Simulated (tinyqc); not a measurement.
Worked calculation: free-carrier optics of a doped semiconductor (Drude model with one polar phonon). Values are carried at full precision from step to step, so a last printed digit may differ when a step is redone from the rounded ones.

eps(E) = ei [1 - Ep^2/(E^2 + i E Gam)] + (es - ei) wT^2/(wT^2 - E^2 - i E gT), with Ep^2 = 8 pi c (e^2/(4 pi eps0)) N/(m ei), c = hbar^2/2m0, N in 1/angstrom^3 (1e-24 per 1/cm^3); Gam = hbar/tau, tau = mu m m0/e with m0/e = 5.685630e-12 kg/C and mu in m^2/(V s). Energies in meV.

Constants: hbar^2/2m0 = 3.80998211 eV angstrom^2; e^2/(4 pi eps0) = 14.39964547 eV angstrom; hbar = 6.58211957e-16 eV s; hbar c = 1973.269805 eV angstrom.

Inputs chosen for the exercise (mass and dielectric values near those of GaSb; N and mu are free inputs; interband absorption and the rise of the mass with filling are left out; the results hold for these values, not for the real material):

| symbol | value | unit | meaning |
|---|---|---|---|
| N | 4.8e+16 | 1/cm^3 | carrier density |
| m | 0.0409 | m0 | conductivity mass |
| mu | 11000 | cm^2/(V s) | mobility |
| ei | 13.97 |  | high-frequency dielectric constant |
| wT | 27.4 | meV | TO phonon |
| es | 15.24 |  | static dielectric constant |
| gT | 0.3 | meV | phonon damping |
| E | 29.9 | meV | photon energy |

## Plasma energy and damping

Evaluate Ep, tau, Gam, the plasma wavelength hc/Ep (hc = 1239.841984 eV nm) and the dc resistivity 1/(e N mu), e = 1.602176634e-19 C.

Ep = 10.763 meV
tau = 255.80 fs
Gam = 2.573 meV
plasma wavelength = 115.20 micrometre
rho = 0.0118 ohm cm

Ep/Gam = 4.18: the edge is smeared by scattering.

## Dielectric function at one energy

Insert the numbers.

free-carrier term = -1.7967+0.1546i
eps = 5.5433+0.5698i

## Optical constants

n + i k = sqrt(eps1 + i eps2) with k >= 0; R = ((n - 1)^2 + k^2)/((n + 1)^2 + k^2) at normal incidence from vacuum; alpha = 2 E k/(hbar c), times 1e8 for 1/cm; loss function Im(-1/eps) = eps2/(eps1^2 + eps2^2).

Convert eps at the photon energy E (in meV) into the optical constants.

n = 2.3575
k = 0.1208
R = 0.1646
alpha = 366 1/cm

Light of this energy penetrates 1/alpha = 27.3 micrometre.

## Coupled plasmon-phonon modes

Without damping eps = 0 gives E^4 - (wL^2 + Ep^2) E^2 + Ep^2 wT^2 = 0 with wL = wT sqrt(es/ei) (Lyddane-Sachs-Teller).

wL = 28.62 meV

L-, L+ (meV): 10.24  28.81

L+ lies 0.19 meV above the larger of wL and Ep; L- lies below wT by 17.16 meV.

## Checks

- Integral of E eps2 of the free-carrier term against (pi/2) ei Ep^2 (meV^2): both 2541.9.

Program tinyqc; command `OMP_NUM_THREADS=1 python tinyqc.py 1652380 1652381 out.jsonl`; about 0.01 s on one thread of a shared Intel(R) Xeon(R) Processor @ 2.30GHz.
